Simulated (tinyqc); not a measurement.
Floating body of a partially depleted SOI transistor: body voltage and kink: one step of the calculation.

Source at 0 V. Channel current Ic = 2 nf K Vt^2 [F(0) - F(Vd)](1 + la Vd), F(V) = ln^2(1 + exp((Vg - VT - nf V)/(2 nf Vt))), VT = VT0 - gb Vb. Saturation voltage Vs = 2 Vt sqrt(F(0)) + 3 Vt, excess Ve = (Vd - Vs + sqrt((Vd - Vs)^2 + 0.0004 V^2))/2, multiplication M1 = Ai Ve exp(-Bl/Ve). Each junction passes D(v) = J1 (exp(v/Vt) - 1) + J2 (exp(v/(2 Vt)) - 1). Bipolar current Ib = bb J1 (exp(Vb/Vt) - 1). The body settles where M1 (Ic + Ib) = D(Vb) + D(Vb - Vd) + Vb/Rb; drain current Id = (1 + M1)(Ic + Ib) - D(Vb - Vd).

Problem. New Vb. Current into the body I_in = M1 (Ic + Ib) - D(Vb - Vd), current out I_out = D(Vb) + Vb/Rb; f = ln(I_in/I_out), s = df/dVb by central differences over 1e-5 V, Vb(new) = Vb - f/s.

Parameters, values chosen for the exercise; values of the order met in partially depleted silicon-on-insulator transistors:
```
symbol,value,unit,meaning
T,300,K,temperature
VT0,0.47,V,threshold at zero body voltage
gb,0.13,,fall of the threshold per volt of body voltage
nf,1.17,,slope factor
K,150,uA/(V^2 um),gain factor per width
la,0.08,1/V,channel-length modulation factor
Ai,2.3,1/V,impact-ionisation prefactor
Bl,7.9,V,impact-ionisation voltage
J1,5.2e-13,uA/um,diffusion saturation current of each junction
J2,2.4e-8,uA/um,recombination saturation current of each junction
bb,0,,gain of the lateral bipolar transistor on the diffusion current
Rb,1e9,kohm um,"resistance of a weak body tie to the source (1e9 stands for no tie, and the term is then dropped)"
Vg,0.77,V,gate voltage
Vd,1.6,V,drain voltage
```

Constants: q = 1.602176634e-19 C, kB = 1.380649e-23 J/K, Vt = kB T/q. Results are converted to the units shown.

Vb after iteration 1 = 0.65297988 V

Give: Ic; Ve; M1; I_in; I_out; f; s; Vb after iteration 2.

Solution.

Ic = 10.717 uA/um
Ve = 1.1935 V
M1 = 0.0036627
I_in = 0.039255 uA/um
I_out = 0.055810 uA/um
f = -0.35189
s = -36.176 1/V
Vb after iteration 2 = 0.64325 V

Range of the model: The multiplication law is an empirical form chosen for the exercise; self-heating and capacitive coupling to the body are left out, and the linear laws are rough once Vb passes about 0.7 V or M1 about 0.1.

Numbers from tinyqc (`OMP_NUM_THREADS=1 python tinyqc.py 2182062 2182063 out.jsonl`; about 0.2 s on one thread of a shared Intel Xeon 2.30GHz).
